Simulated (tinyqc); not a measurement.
Inside a calculation. Method: sp3 tight binding, zinc-blende lattice. One step of it, computed by the program tinyqc.

Problem. Levels at k. Diagonalise the Hermitian matrix.

H(k) at k (eV), order a s, a px, a py, a pz, c s, c px, c py, c pz:
$$\begin{pmatrix}
-12.580000 & 0.000000 & 0.000000 & 0.000000 & -0.719629+0.229056i & -0.061563+1.032848i & 3.016703-0.021078i & 0.048708-1.305444i \\
0.000000 & -7.830000 & 0.000000 & 0.000000 & 0.061563-1.032848i & 0.174455-0.055529i & 0.056441-1.512705i & 3.495654-0.024424i \\
0.000000 & 0.000000 & -7.830000 & 0.000000 & -3.016703+0.021078i & 0.056441-1.512705i & 0.174455-0.055529i & -0.071337+1.196830i \\
0.000000 & 0.000000 & 0.000000 & -7.830000 & -0.048708+1.305444i & 3.495654-0.024424i & -0.071337+1.196830i & 0.174455-0.055529i \\
-0.719629-0.229056i & 0.061563+1.032848i & -3.016703-0.021078i & -0.048708-1.305444i & -12.580000 & 0.000000 & 0.000000 & 0.000000 \\
-0.061563-1.032848i & 0.174455+0.055529i & 0.056441+1.512705i & 3.495654+0.024424i & 0.000000 & -7.830000 & 0.000000 & 0.000000 \\
3.016703+0.021078i & 0.056441+1.512705i & 0.174455+0.055529i & -0.071337-1.196830i & 0.000000 & 0.000000 & -7.830000 & 0.000000 \\
0.048708+1.305444i & 3.495654+0.024424i & -0.071337-1.196830i & 0.174455+0.055529i & 0.000000 & 0.000000 & 0.000000 & -7.830000
\end{pmatrix}$$

Give: eigenvalues; weights |c|^2 of the basis functions.

Solution.

eigenvalues (eV): [-14.8738, -14.0041, -12.0443, -11.5155, -6.3894, -5.5767, -4.1438, -3.5924]

weights |c|^2 of the basis functions, order a s, a px, a py, a pz, c s, c px, c py, c pz:
$$\begin{pmatrix}
0.4162 & 0.3566 & 0.0022 & 0.0000 & 0.1417 & 0.0825 & 0.0000 & 0.0007 \\
0.0104 & 0.0133 & 0.2015 & 0.2561 & 0.0187 & 0.0270 & 0.2597 & 0.2132 \\
0.0576 & 0.1110 & 0.1072 & 0.0017 & 0.3030 & 0.3341 & 0.0028 & 0.0825 \\
0.0157 & 0.0191 & 0.1891 & 0.2422 & 0.0365 & 0.0564 & 0.2375 & 0.2036 \\
0.4162 & 0.3566 & 0.0022 & 0.0000 & 0.1417 & 0.0825 & 0.0000 & 0.0007 \\
0.0104 & 0.0133 & 0.2015 & 0.2561 & 0.0187 & 0.0270 & 0.2597 & 0.2132 \\
0.0576 & 0.1110 & 0.1072 & 0.0017 & 0.3030 & 0.3341 & 0.0028 & 0.0825 \\
0.0157 & 0.0191 & 0.1891 & 0.2422 & 0.0365 & 0.0564 & 0.2375 & 0.2036
\end{pmatrix}$$
